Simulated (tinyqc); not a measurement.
Worked calculation: Hueckel theory of the pi electrons, for the molecule O=c1cccccc1 (SMILES; centres numbered as the heavy atoms are written). One step of it, computed by the program tinyqc.

Problem. Orbitals. Diagonalise; E = alpha + x beta with beta < 0, so the largest x are filled first; degenerate levels share their electrons. P = sum n_i c_ri c_si; each orbital has its largest coefficient positive (the first on a tie).

Hueckel matrix in units of beta (H = alpha + beta A), order 1O, 2C, 3C, 4C, 5C, 6C, 7C, 8C:
```
[[1.000000, 1.000000, 0.000000, 0.000000, 0.000000, 0.000000, 0.000000, 0.000000],
 [1.000000, 0.000000, 1.000000, 0.000000, 0.000000, 0.000000, 0.000000, 1.000000],
 [0.000000, 1.000000, 0.000000, 1.000000, 0.000000, 0.000000, 0.000000, 0.000000],
 [0.000000, 0.000000, 1.000000, 0.000000, 1.000000, 0.000000, 0.000000, 0.000000],
 [0.000000, 0.000000, 0.000000, 1.000000, 0.000000, 1.000000, 0.000000, 0.000000],
 [0.000000, 0.000000, 0.000000, 0.000000, 1.000000, 0.000000, 1.000000, 0.000000],
 [0.000000, 0.000000, 0.000000, 0.000000, 0.000000, 1.000000, 0.000000, 1.000000],
 [0.000000, 1.000000, 0.000000, 0.000000, 0.000000, 0.000000, 1.000000, 0.000000]]
```

pi electrons, sum of z_r less the charge = 8

Give: x values; occupations; coefficients; charge and bond-order matrix P.

Solution.

x values: [2.1987, 1.6180, 1.2470, 0.7135, -0.4450, -0.6180, -1.8019, -1.9122]

occupations: [2.0000, 2.0000, 2.0000, 2.0000, 0.0000, 0.0000, 0.0000, 0.0000]

coefficients, order 1O, 2C, 3C, 4C, 5C, 6C, 7C, 8C:
```
[[0.4475, 0.4911, 0.0000, 0.6526, 0.0000, -0.3035, 0.0000, -0.2014],
 [0.5365, 0.3035, 0.0000, -0.1869, 0.0000, 0.4911, 0.0000, 0.5865],
 [0.3660, 0.0000, 0.4179, -0.3930, 0.5211, 0.0000, 0.2319, -0.4600],
 [0.2682, -0.3035, 0.5211, -0.0935, -0.2319, -0.4911, -0.4179, 0.2932],
 [0.2238, -0.4911, 0.2319, 0.3263, -0.4179, 0.3035, 0.5211, -0.1007],
 [0.2238, -0.4911, -0.2319, 0.3263, 0.4179, 0.3035, -0.5211, -0.1007],
 [0.2682, -0.3035, -0.5211, -0.0935, 0.2319, -0.4911, 0.4179, 0.2932],
 [0.3660, 0.0000, -0.4179, -0.3930, -0.5211, 0.0000, -0.2319, -0.4600]]
```

charge and bond-order matrix P, order 1O, 2C, 3C, 4C, 5C, 6C, 7C, 8C:
```
[[1.7346, 0.5343, -0.1853, -0.1800, 0.1437, 0.1437, -0.1800, -0.1853],
 [0.5343, 0.8297, 0.5396, 0.1385, -0.1800, -0.1800, 0.1385, 0.5396],
 [-0.1853, 0.5396, 0.9260, 0.7054, 0.1012, -0.2865, -0.1658, 0.2274],
 [-0.1800, 0.1385, 0.7054, 0.8888, 0.5989, 0.1155, -0.1975, -0.1658],
 [0.1437, -0.1800, 0.1012, 0.5989, 0.9030, 0.6879, 0.1155, -0.2865],
 [0.1437, -0.1800, -0.2865, 0.1155, 0.6879, 0.9030, 0.5989, 0.1012],
 [-0.1800, 0.1385, -0.1658, -0.1975, 0.1155, 0.5989, 0.8888, 0.7054],
 [-0.1853, 0.5396, 0.2274, -0.1658, -0.2865, 0.1012, 0.7054, 0.9260]]
```
